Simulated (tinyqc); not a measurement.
# Ground and coupling capacitance from two measurements

Inverse problem. A line has Cg to the planes and Cc to each of two neighbours. Find Cg, Cc, the load when both neighbours switch in antiphase, and the pulse on the line when it floats and both neighbours swing by Vx.

Inputs (values chosen for the exercise):
- Vx = 0.7 V (swing)

capacitance with neighbours driven alike and with neighbours grounded (aF/um): [44, 244]

Solution. Driven alike, Cc carries no charge, which leaves Cg; grounded neighbours give Cg + 2 Cc, antiphase Cg + 4 Cc; a floating line divides the swing as 2 Cc/(Cg + 2 Cc).

Cg = 44.00 aF/um
Cc = 100.0 aF/um
load in antiphase = 444.0 aF/um
pulse = 0.5738 V

Computed by the program tinyqc: `OMP_NUM_THREADS=1 python tinyqc.py 2790139 2790140 out.jsonl`, one thread of a shared Intel Xeon 2.30GHz, about 0.5 s for the whole run.
